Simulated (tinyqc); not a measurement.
Ellipsometry and reflectance of a transparent film on an absorbing substrate: one step of the calculation.

Air (index 1), film, substrate with N2 = n2 - i k2; time factor exp(+i w t). q_j = sqrt(N_j^2 - sin^2 th), root with positive real part. Fresnel coefficients r_s = (q_a - q_b)/(q_a + q_b), r_p = (N_b^2 q_a - N_a^2 q_b)/(N_b^2 q_a + N_a^2 q_b). tan(Psi) exp(i Delta) = R_p/R_s, Delta taken from 0 to 360 degrees.

Task. Psi, Delta and reflectances. beta = 2 pi d q1/lam, X = exp(-2 i beta), R = (r01 + r12 X)/(1 + r01 r12 X) for p and s.

Parameters, values chosen for the exercise: wavelength lam = 546.1 nm; film thickness d = 27 nm.

q1 = 1.7968270
r01,p = -0.25043271
r01,s = -0.74818715
r12,p = 0.28969813-0.00326936i
r12,s = -0.37688036+0.00344721i

Find: beta; X; R_p; R_s; Psi; Delta; |R_p|^2; |R_s|^2.

Result.

beta = 0.5582 rad
X = 0.4389-0.8985i
R_p = -0.1479-0.2601i
R_s = -0.8376+0.1132i
Psi = 19.49 degrees
Delta = 68.09 degrees
|R_p|^2 = 0.08953
|R_s|^2 = 0.7144

The bare substrate gives Psi = 2.771 and Delta = 175.25 degrees.

Computed by the program tinyqc: `OMP_NUM_THREADS=1 python tinyqc.py 2870199 2870200 out.jsonl`, one thread of a shared Intel Xeon 2.30GHz, about 0.4 s for the whole run.
